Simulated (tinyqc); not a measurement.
Deep-level transient spectroscopy: one step of the calculation.

Schottky contact on an n-type layer with shallow donors Nd (all ionised) and a donor-like deep trap, neutral when filled and positive when empty; depletion approximation. Traps within lam of the depletion edge stay filled. A long pulse to Vp fills the traps beyond x1 = Wp - lam; back at Vr those between x1 and x2 = Wr - lam emit. A rate window reads S = C(t2) - C(t1).

Question. Peak temperature. Fixed-point step for en(T) = ew: T(new) = (Et q/kB)/ln(sn g T^2/ew), g = vth Nc/(300 K)^2.

Inputs (values chosen for the exercise); material values close to those of silicon: conduction-band density of states at 300 K Nc = 2.82e19 cm^-3; thermal velocity at 300 K vth = 2.3e7 cm/s; depth of the trap below the conduction edge Et = 0.34 eV; capture cross-section sn = 9.7e-17 cm^2.

Constants: q = 1.602176634e-19 C, kB = 1.380649e-23 J/K. Results are converted to the units shown.

ew = 305.43024 1/s
T at the start = 300 K

Give: T after step 1.

Answer.

T after step 1 = 206.11 K

Program tinyqc, `OMP_NUM_THREADS=1 python tinyqc.py 2050077 2050078 out.jsonl`; Intel Xeon 2.30GHz, shared host, one thread, about 0.01 s.
